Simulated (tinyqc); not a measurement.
# Two-diode model of a solar cell: effect of the series resistance

J is the current delivered and Vj = V + J Rs the junction voltage. J = X JL - J01 (exp(Vj/(n1 Vt)) - 1) - J02 (exp(Vj/(2 Vt)) - 1) - Vj/Rp. The photocurrent does not depend on voltage.

Jsc at V = 0, Voc at J = 0, the maximum power point where J (1 + 2 Rs G) = G Vj with G = -dJ/dVj; FF = Vmp Jmp/(Voc Jsc); efficiency Vmp Jmp/(X Pin). Empirical fill factor without parasitics FF0 = (v - ln(v + 0.72))/(v + 1), v = Voc/(n1 Vt).

Inputs (values chosen for the exercise); values of the order met in cells of a lead-halide perovskite: temperature T = 348 K; photocurrent at one sun JL = 23.3 mA/cm^2; concentration X = 1 suns; saturation current of the first diode J01 = 2.2e-17 A/cm^2; ideality factor of the first diode n1 = 1; shunt resistance Rp = 5000 ohm cm^2; incident power at one sun Pin = 100 mW/cm^2; saturation current of the second diode (ideality 2) J02 = 1.4e-9 A/cm^2.

Constants: q = 1.602176634e-19 C, kB = 1.380649e-23 J/K, Vt = kB T/q. Results are converted to the units shown.

The same in every row: Voc (V) = 0.9851; FF0 = 0.8667.

Result of one run:
```
Jsc (mA/cm^2)	Vmp (V)	Jmp (mA/cm^2)	FF	efficiency (%)
23.30	0.8316	21.61	0.7829	17.97
```

Which series resistance Rs gave this result: 0.05, 0.11, 0.55 or 6 ohm cm^2?

Rs = 0.05 ohm cm^2.

The whole series:
```
Rs (ohm cm^2)	Jsc (mA/cm^2)	Vmp (V)	Jmp (mA/cm^2)	FF	efficiency (%)
0	23.30	0.8325	21.61	0.7839	17.99
0.05	23.30	0.8316	21.61	0.7829	17.97
0.11	23.30	0.8305	21.61	0.7817	17.94
0.25	23.30	0.8278	21.60	0.7789	17.88
0.55	23.30	0.8222	21.57	0.7728	17.74
1.2	23.29	0.8100	21.53	0.7598	17.44
2.7	23.29	0.7823	21.40	0.7299	16.74
6	23.27	0.7239	21.07	0.6654	15.25
```

As Rs goes from 0 to 6, Voc stays at 0.985 V, FF falls from 0.784 to 0.665 and the efficiency falls from 18.0 to 15.3 %. Voc does not depend on Rs, since no current flows through it at open circuit; between the first two rows FF drops by 1.09 times rs = Rs Jsc/Voc in relative terms.

tinyqc, about 0.01 s, one thread, Intel Xeon 2.30GHz (shared host): `OMP_NUM_THREADS=1 python tinyqc.py 2280046 2280047 out.jsonl`
